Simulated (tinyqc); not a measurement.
# MOS inversion layer, Poisson-Schroedinger loop: mixing schemes compared

Electrons confined at an insulator interface at z = 0, treated as a hard wall; parabolic valleys, Hartree approximation, no image or exchange terms. The depletion charge lies far deeper than the electrons and gives a uniform field q Nd/(eps0 eps_r); the gate balances all charge. Energies are counted from the band edge at the interface.

V0 = q Nd z/(eps0 eps_r) in eV.

Tridiagonal Hamiltonian with psi = 0 one step beyond both ends: H_ii = C (1/m_(i-1/2) + 1/m_(i+1/2))/hz^2 + V0_i + U_i, H_(i,i+1) = -C/(m_(i+1/2) hz^2), C = hbar^2/(2 m0). The lowest 2 level(s) are kept, normalised to hz sum |psi|^2 = 1. The mass is the same on all intervals.

Level k holds N_k = D_k Vt ln(1 + exp((EF - E_k)/Vt)) with D = 6 md1 m0 q/(pi hbar^2) per eV (spin included); EF is fixed by sum N_k = Ns.

n_i = sum_k N_k |psi_k|^2 (converted to cm^-3). Hartree part by Gauss: on the interval before node i the electrons still beyond are S_i = Ns - hz sum_(j<i) n_j, and U_i = U_(i-1) + q S_i hz/(eps0 eps_r) in eV, U_0 = 0 at the interface. Mixing: U(new) = U + a (U(out) - U).

Rounds from U = 0 until the largest |U(out) - U| is below 1e-7 eV (the round that meets it is counted). Anderson mixing of depth m keeps the last m inputs V and residuals F = V(out) - V(in), fits c by least squares to F = dF c over their successive differences dF, dV, and sets V(new) = V + a F - (dV + a dF) c.

Values chosen for this exercise; masses and permittivity close to those of silicon (111): temperature T = 77 K; relative permittivity eps_r = 11.6; mass along z of valley set A (6 valley(s)) mz1 = 0.258 m0; in-plane density-of-states mass of set A md1 = 0.362 m0; sheet density of electrons Ns = 5.7e12 cm^-2; sheet density of depletion charge Nd = 1.8e11 cm^-2; mesh step hz = 0.78 nm.

Constants: q = 1.602176634e-19 C, kB = 1.380649e-23 J/K, hbar = 1.054571817e-34 J s, m0 = 9.1093837015e-31 kg, Vt = kB T/q, eps0 = 8.8541878128e-14 F/cm where lengths are in cm, hbar^2/(2 m0) = 0.0380998212 eV nm^2. Results are converted to the units shown.

| node | z (nm) |
|---|---|
| 1 | 0.78 |
| 2 | 1.56 |
| 3 | 2.34 |
| 4 | 3.12 |
| 5 | 3.9 |
| 6 | 4.68 |
| 7 | 5.46 |
| 8 | 6.24 |
| 9 | 7.02 |
| 10 | 7.8 |
| 11 | 8.58 |
| 12 | 9.36 |
| 13 | 10.14 |
| 14 | 10.92 |
| 15 | 11.7 |
| 16 | 12.48 |
| 17 | 13.26 |
| 18 | 14.04 |
| 19 | 14.82 |

Rounds needed:

| a | depth m | rounds |
|---|---|---|
| 1 | plain | over 150 |
| 0.8 | plain | 34 |
| 0.6 | plain | 16 |
| 0.4 | plain | 28 |
| 0.2 | plain | 63 |
| 0.1 | plain | 133 |
| 0.5 | 2 | 13 |
| 0.5 | 4 | 11 |
| 0.5 | 8 | 12 |

What does the table show?

Among the plain runs a = 0.6 is fastest, with 16 rounds; larger factors overshoot and smaller ones creep. Not converged within 150 rounds: a = 1. Anderson mixing needs 11 to 13 rounds.

Numbers from tinyqc (`OMP_NUM_THREADS=1 python tinyqc.py 2160145 2160146 out.jsonl`; about 0.8 s on one thread of a shared Intel Xeon 2.30GHz).
